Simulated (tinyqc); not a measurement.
p-n diode with diffusion and depletion-layer recombination: two steps of the calculation.

Abrupt junction in the depletion approximation, low injection, full ionisation, neutral widths fixed, ohmic contact on the p side. Vj is the junction voltage; where a series resistance Rs is given, V = Vj + J Rs is the terminal voltage.

Values chosen for this exercise; band and dielectric values those of a made-up semiconductor:
```
symbol    value        unit                                  meaning
T           293           K                              temperature
Eg         4.17          eV                                 band gap
Nc       1.7e18       cm^-3   conduction-band density of states at T
Nv      5.19e19       cm^-3      valence-band density of states at T
Na       3.1e16       cm^-3                         acceptor density
Nd       6.7e15       cm^-3                            donor density
mun         800  cm^2/(V s)          electron mobility in the p side
mup          23  cm^2/(V s)              hole mobility in the n side
tn         1e-6           s                        electron lifetime
tp         5e-7           s                            hole lifetime
wp         0.54          um              neutral width of the p side
wn         0.56          um              neutral width of the n side
Sp          1e7        cm/s  recombination velocity at the n contact
Rs        0.013    ohm cm^2                        series resistance
V          3.72           V                         terminal voltage
```

Constants: q = 1.602176634e-19 C, kB = 1.380649e-23 J/K, Vt = kB T/q. Results are converted to the units shown.

Problem 1. Diffusion lengths and saturation currents. ni = sqrt(Nc Nv) exp(-Eg/(2 Vt)), Eg in volts; D = mu Vt; Ln = sqrt(Dn tn), Lp = sqrt(Dp tp); J0n = q ni^2 Dn coth(wp/Ln)/(Ln Na); J0p = (q ni^2 Dp/(Lp Nd)) (s + tanh(wn/Lp))/(1 + s tanh(wn/Lp)), s = Sp Lp/Dp.

Wanted: ni; Ln; Lp; J0n; J0p.

Solution 1.

ni = 1.2869e-17 cm^-3
Ln = 44.943 um
Lp = 5.3885 um
J0n = 3.2017e-64 A/cm^2
J0p = 4.1173e-65 A/cm^2

wp/Ln = 0.012 and wn/Lp = 0.10; electrons carry 88.6 % of the diffusion current.

Problem 2. New Vj. Diffusion current alone: J = J0 (exp(Vj/Vt) - 1), g = Vj + J Rs - V, g' = 1 + Rs J0 exp(Vj/Vt)/Vt, Vj(new) = Vj - g/g'.

Vj after iteration 1 = 3.7037604 V
J0 = J0n + J0p = 3.6134710e-64 A/cm^2

Find: J; g; g'; Vj after iteration 2.

Solution 2.

J = 1.840 A/cm^2
g = 0.007682 V
g' = 1.947
Vj after iteration 2 = 3.700 V

Program tinyqc, `OMP_NUM_THREADS=1 python tinyqc.py 2260127 2260128 out.jsonl`; Intel Xeon 2.30GHz, shared host, one thread, about 0.01 s.
